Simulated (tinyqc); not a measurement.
Internal photoemission over an interface barrier: threshold and yield against field.

Electrons are excited from the valence band of a semiconductor over the barrier Phi(F) = P0 - sqrt(q F/(4 pi eps0 ei)), whose top lies at xm = sqrt(q/(16 pi eps0 ei F)). The yield is Y = A (hv - Phi)^p exp(-xm/l), with A = 1 here.

The yield is taken at hv = 4.51 eV.

Parameters, values chosen for the exercise; dielectric values close to those of aluminium oxide:

| symbol | value | unit | meaning |
|---|---|---|---|
| P0 | 4.21 | eV | barrier at zero field |
| ei | 3.38 |  | image-force permittivity |
| p | 3 |  | exponent of the yield |
| l | 1.1 | nm | scattering length in the image well |

Constants: q = 1.602176634e-19 C, eps0 = 8.8541878128e-14 F/cm where lengths are in cm. Results are converted to the units shown.

Threshold and yield against field:
```
F (MV/cm)  sqrt(F) ((MV/cm)^0.5)  Phi (eV)  xm (nm)          Y
0.1                      0.31623    4.1447   3.2635  0.0025082
0.19                     0.43589    4.1200   2.3676  0.0068917
0.35                     0.59161    4.0879   1.7444   0.015401
0.64                     0.80000    4.0449   1.2900   0.031145
1.2                       1.0954    3.9839  0.94210   0.061839
2.1                       1.4491    3.9109  0.71216    0.11255
3.9                       1.9748    3.8024  0.52258    0.22033
7.2                       2.6833    3.6562  0.38461    0.43881
```

What does the table show?

Phi is linear in sqrt(F) with slope -0.206 eV and intercept P0 = 4.21 eV. The yield grows by a factor of 175, of which 13.7 comes from less scattering, as xm shrinks from 3.26 to 0.385 nm, and the rest from the lower barrier. For F = 7.2 xm is within about two atomic layers of the interface, where the classical image potential fails.

tinyqc, about 0.01 s, one thread, Intel Xeon 2.30GHz (shared host): `OMP_NUM_THREADS=1 python tinyqc.py 2410110 2410111 out.jsonl`
